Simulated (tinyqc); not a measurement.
Molecular dynamics of a small cluster by velocity Verlet steps: one step, computed by the program tinyqc.

E = sum_i {sum_j A exp(-p (r_ij/r0 - 1)) - xi sqrt(rho_i)}, rho_i = sum_j exp(-2 q (r_ij/r0 - 1)); the force on i is -sum_j w_ij (R_i - R_j)/r_ij with w_ij = -(2p/r0) A exp(-p (r_ij/r0 - 1)) + (xi q/r0) exp(-2 q (r_ij/r0 - 1)) (rho_i^(-1/2) + rho_j^(-1/2)).

Problem. State at the start. Velocity Verlet: a = c F/M with c = 9.648533212e-3 angstrom/fs^2 per eV/(angstrom u); R(new) = R + v dt + a dt^2/2; v(new) = v + (a + a(new)) dt/2. Kinetic energy K = M v^2/(2c); temperature T = 2K/((3N - 3) k_B), rotation of the cluster included. After each step v is scaled by sqrt(1 + (dt/tau)(T0/T - 1)).

Inputs (values chosen for the exercise, for model atoms):
```
quantity               value      unit
length r0               2.38  angstrom
repulsion A            0.086        eV
hopping xi             0.886        eV
decay p                 9.72         -
decay q                 3.27         -
atomic mass M           22.6         u
time step dt             1.6        fs
target temperature T0    500         K
coupling time tau        100        fs
```

Potential: Gupta. Thermostat: Berendsen.

starting positions (angstrom):
```
            x     y      z
atom 1  -0.05  0.04   0.02
atom 2   2.26  0.02  -0.05
atom 3   2.18  2.21  -0.02
atom 4  -0.06  2.19  -0.04
atom 5   1.14   1.1   1.56
atom 6    1.1  1.11  -1.55
```

starting velocities (angstrom/fs):
```
              x         y         z
atom 1  0.00174   0.00065   0.00427
atom 2  -0.0023     3e-05   0.00055
atom 3  -0.0014   0.00069  -0.00141
atom 4   0.0002  -0.00182         0
atom 5  0.00017  -0.00051  -0.00208
atom 6  0.00158   0.00096  -0.00132
```

Constants: 1 eV/(angstrom u) = 9.648533212e-03 angstrom/fs^2; k_B = 8.617333262e-05 eV/K.

Give: forces; potential energy; kinetic energy; temperature.

Solution.

forces (eV/angstrom):
```
              x        y        z
atom 1   0.4596   0.2115   0.0114
atom 2  -0.4478   0.2849   0.0946
atom 3  -0.2637  -0.2152   0.0592
atom 4   0.3555  -0.2039   0.1099
atom 5  -0.0556  -0.0155  -0.5623
atom 6  -0.0481  -0.0618   0.2873
```

potential energy = -9.378 eV

kinetic energy = 0.05250 eV

temperature = 81.23 K
